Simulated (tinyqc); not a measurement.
Elastic strain and critical thickness of a cubic alloy layer A(1-x)B(x) on a thick substrate: one step, computed by the program tinyqc. Command: `OMP_NUM_THREADS=1 python tinyqc.py 3014317 3014318 out.jsonl misfit walk`. One thread of a shared host (Intel(R) Xeon(R) Processor @ 2.30GHz), about 0.01 s of CPU time with the checks.

Strain is positive in tension. The layer is coherent with the substrate unless said otherwise.

Problem. Symmetric X-ray reflection. Reflection 111: d = a_perp/sqrt(3), with a_perp = a (1 + e_perp) for the coherent layer, a for the relaxed layer and a_S for the substrate; sin(theta) = lambda/(2 d).

Inputs (values chosen for the exercise, for a model alloy): substrate lattice constant a_S = 5.66 angstrom; X-ray wavelength = 1.540593 angstrom.

Growth plane: (111).

free lattice constant a = 5.72831 angstrom

normal strain e_perp = 0.004707039

Give: Bragg angles; peak separation of the coherent layer.

Solution.

Bragg angles:

| crystal | a_perp (angstrom) | theta (degrees) | from substrate (arcsec) |
|---|---|---|---|
| substrate | 5.660 | 13.63 | 0.0 |
| coherent layer | 5.755 | 13.40 | -827.8 |
| relaxed layer | 5.728 | 13.47 | -596.4 |

peak separation of the coherent layer = -827.8 arcsec
